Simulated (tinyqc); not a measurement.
Keating valence-force model of a tetrahedral crystal. Inputs raised by 2 %, one at a time. Computed by tinyqc, a small Python program. Command: `OMP_NUM_THREADS=1 python tinyqc.py 3029585 3029586 out.jsonl keating sens`. One thread of a shared host (Intel(R) Xeon(R) Processor @ 2.30GHz), about 0.09 s of CPU time with the checks.

Atom A sits at 0 and atom B at a/4 (1,1,1) of an fcc lattice; the four bonds from A are t = a/4 (1,1,1), a/4 (1,-1,-1), a/4 (-1,1,-1), a/4 (-1,-1,1), of length d = sqrt(3) a/4. Energy: E = (3 alpha/(8 d^2)) sum over bonds (r.r - d^2)^2 + (3 beta/(8 d^2)) sum over pairs of bonds at one atom (r_i.r_j + d^2/3)^2, with beta_A for the six pairs at A and beta_B for the six at B. The cell holds two atoms, Omega = a^3/4. 1 N/m = 1 J/m^2. With constants fitted to the elastic moduli this model puts optical and zone-boundary frequencies of real crystals too high, by up to about 20 % in elemental crystals and up to about 50 % in compounds, and mostly by more for TA modes; in compounds the lattice part of the static dielectric constant then comes out too low.

Inputs (values chosen for the exercise, modelled on cubic silicon carbide):
```
quantity                value      unit
lattice constant a       4.36  angstrom
mass M_A               28.086         u
mass M_B               12.011         u
bond stretching alpha    82.1       N/m
bond bending beta_A      30.5       N/m
bond bending beta_B      36.5       N/m
Born charge Z*           2.73         e
eps_inf                  6.68         -
mesh divisions n            4         -
temperature T              77         K
```

Structure: zinc blende.

Constants: nu for 1 eV/(angstrom^2 u) = 15.6333042 THz; 1 eV/angstrom^2 = 16.02176634 J/m^2; 1 THz = 33.35640952 1/cm; e^2/(4 pi eps_0) = 14.39964548 eV angstrom; h x 1 THz = 4.135667696 meV; k_B = 8.617333262e-05 eV/K.

Method:
- beta = (beta_A + beta_B)/2; mu = M_A M_B/(M_A + M_B); lambda = 4 (alpha + beta)/mu with the springs in eV/angstrom^2; nu = 15.6333042 THz x sqrt(lambda).
- The long-range field adds 4 pi Z*^2 (e^2/(4 pi eps_0))/(eps_inf Omega mu) to lambda for the longitudinal mode at q -> 0; lambda = (nu/15.6333042 THz)^2; eps_0 = eps_inf (nu_LO/nu_TO)^2 (Lyddane-Sachs-Teller; here eps_0 is the static dielectric constant).
- With displacements u exp(i q.r), each bracket changes by g.u, where g = (g_A, g_B): bond t, g = (-2 t, 2 t exp(i q.t)); pair (i, j) at A, g = (-(t_i + t_j), t_i exp(i q.t_j) + t_j exp(i q.t_i)); pair at B, g = (-t_i exp(-i q.t_j) - t_j exp(-i q.t_i), t_i + t_j). Then D_mn = sum over the 4 bonds and 12 pairs of (4 k/a^2) conj(g_m) g_n / sqrt(M_m M_n), with k = alpha or beta converted to eV/angstrom^2. Only the short-range forces enter; the Coulomb field of the charges is left out.
- An eigenvalue lambda of D in eV/(angstrom^2 u) gives nu = 15.6333042 THz x sqrt(lambda).
- Take the lowest frequency at X = (1, 0, 0) 2 pi/a, the transverse acoustic (TA) mode.
- Mesh: q = sum_i (m_i + 1/2)/n b_i, m_i = 0..n-1, with b = [[-1, 1, 1], [1, -1, 1], [1, 1, -1]] in 2 pi/a; sums over the six modes are averaged over the n^3 points and halved, per atom.
- With x = h nu/(k_B T) and n = 1/(exp(x) - 1) for each mode: F = k_B T [x/2 + ln(1 - exp(-x))], U = k_B T x (n + 1/2), S/k_B = x n - ln(1 - exp(-x)), C/k_B = x^2 n (n + 1).
- The acoustic share counts the three lowest modes at each q; zero-point energy = sum h nu/2.

Runs:
```
input moved                      from       to  nu_LO at G (THz)  static dielectric constant  TA frequency at X (THz)  zero-point energy (meV/atom)
base run                            -        -            33.488                      8.9352                   13.644                        122.63
lattice constant a (angstrom)    4.36   4.4472            33.243                      8.8051                   13.644                        122.63
mass M_A (u)                   28.086  28.6477            33.390                      8.9352                   13.528                        122.16
mass M_B (u)                   12.011  12.2512            33.257                      8.9352                   13.625                        121.89
bond stretching alpha (N/m)      82.1   83.742            33.665                      8.9036                   13.660                        123.37
bond bending beta_A (N/m)        30.5    31.11            33.521                      8.9292                   13.698                        122.86
eps_inf                          6.68   6.8136            33.405                      9.0688                   13.644                        122.63
temperature T (K)                  77    78.54            33.488                      8.9352                   13.644                        122.63
```

Exponents ln(y'/y) / ln(x'/x):
```
input                  nu_LO at G  static dielectric constant  TA frequency at X  zero-point energy
lattice constant a         -0.370                      -0.741              0.000              0.000
mass M_A                   -0.149                       0.000             -0.431             -0.193
mass M_B                   -0.349                       0.000             -0.071             -0.306
bond stretching alpha       0.267                      -0.179              0.060              0.304
bond bending beta_A         0.050                      -0.034              0.201              0.094
eps_inf                    -0.125                       0.749              0.000              0.000
temperature T               0.000                       0.000              0.000              0.000
```

Among the inputs moved here: nu_LO at G answers most in size to lattice constant a (exponent -0.370), next to mass M_B (-0.349); its exponent is below 0.0005 for temperature T. static dielectric constant answers most in size to eps_inf (exponent +0.749), and about equally to lattice constant a (-0.741); its exponent is below 0.0005 for mass M_A, mass M_B, temperature T. TA frequency at X answers most in size to mass M_A (exponent -0.431), next to bond bending beta_A (+0.201); its exponent is below 0.0005 for lattice constant a, eps_inf, temperature T. zero-point energy answers most in size to mass M_B (exponent -0.306), and about equally to bond stretching alpha (+0.304); its exponent is below 0.0005 for lattice constant a, eps_inf, temperature T.

Caution (all rows): the mesh is too coarse for this temperature: four more divisions change S by over 1 %.
